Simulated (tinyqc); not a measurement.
Composition and lattice constants: virtual-crystal alloy A(1-x)B(x) in sp3s* tight binding.

sp3s* tight binding, nearest neighbours only: anion (a) at 0, cation (c) at a/4 (1,1,1), orbitals s, px, py, pz, s* on each; k in units of 2 pi/a. With phases e_j = exp(i (pi/2) k.n_j) for n = (1,1,1), (1,-1,-1), (-1,1,-1), (-1,-1,1): g0 = (e1+e2+e3+e4)/4, g1 = (e1+e2-e3-e4)/4, g2 = (e1-e2+e3-e4)/4, g3 = (e1-e2-e3+e4)/4. The diagonal holds the levels Esa, Epa, Exa (s*) and Esc, Epc, Exc. Anion-cation block: <sa|sc> = Vss g0; <sa|xc> = Vsapc g1; <xa|sc> = -Vscpa g1; <xa|xc> = Vxx g0; <xa|yc> = <ya|xc> = Vxy g3, <xa|zc> = <za|xc> = Vxy g2, <ya|zc> = <za|yc> = Vxy g1; <s*a|xc> = Vxapc g1; <xa|s*c> = -Vpaxc g1; y and z take g2 and g3 in place of g1; s-s* and s*-s* vanish.

Virtual crystal: a(x) = (1 - x) aA + x aB (Vegard); the six levels are averaged linearly; the seven couplings follow Harrison's rule, V(x) a(x)^2 = (1 - x) V_A aA^2 + x V_B aB^2. No spin-orbit coupling and no disorder. Gaps are measured from the top of the valence band at Gamma; the Delta value is the minimum on (kx,0,0) for kx from 0.5 to 1.

Parameters, chosen for this exercise (A near a published set for Si, B for Ge; such sets place X and L only to about 0.5 eV; shifted at random, so the results belong to these values and not to a real crystal):
- aA = 5.435 angstrom (lattice constant of A)
- aB = 5.659 angstrom (of B)
- pA = (-4.213, 1.711, -4.213, 1.711, 6.693, 6.693, -8.283, 1.717, 4.564, 5.72, 5.72, 5.386, 5.386) eV (order Esa, Epa, Esc, Epc, Exa, Exc, Vss, Vxx, Vxy, Vsapc, Vscpa, Vxapc, Vpaxc)
- pB = (-5.882, 1.605, -5.882, 1.605, 6.413, 6.413, -6.801, 1.615, 4.903, 5.453, 5.453, 5.234, 5.234) eV (the same for B)
- x = 0.38 (fraction of B)

Gaps of the alloy.

One parameter was then changed.

Results before and after:

| case | gap Gamma (eV) | gap Delta (eV) | gap L (eV) | kx of the Delta minimum |
|---|---|---|---|---|
| base | 2.8534 | 1.0235 | 1.8078 | 0.759 |
| changed | 3.0123 | 1.0422 | 1.8951 | 0.756 |

Which of these changes was made? (a) x = 0.33; (b) aA = 5.326 angstrom; (c) aB = 5.772 angstrom.
Answer: (a) x = 0.33. Of the candidates, run in turn, only this one gives the changed row.

All candidates:

| case | gap Gamma (eV) | gap Delta (eV) | gap L (eV) | kx of the Delta minimum |
|---|---|---|---|---|
| base | 2.8534 | 1.0235 | 1.8078 | 0.759 |
| x = 0.33 | 3.0123 | 1.0422 | 1.8951 | 0.756 |
| aA = 5.326 angstrom | 2.8425 | 1.0231 | 1.8029 | 0.759 |
| aB = 5.772 angstrom | 2.8427 | 1.0231 | 1.8030 | 0.759 |

The lattice constants enter only through the weights of the couplings.

tinyqc: `OMP_NUM_THREADS=1 python tinyqc.py 1480733 1480734 out.jsonl`; about 0.06 s, one thread, shared Intel(R) Xeon(R) Processor @ 2.30GHz.
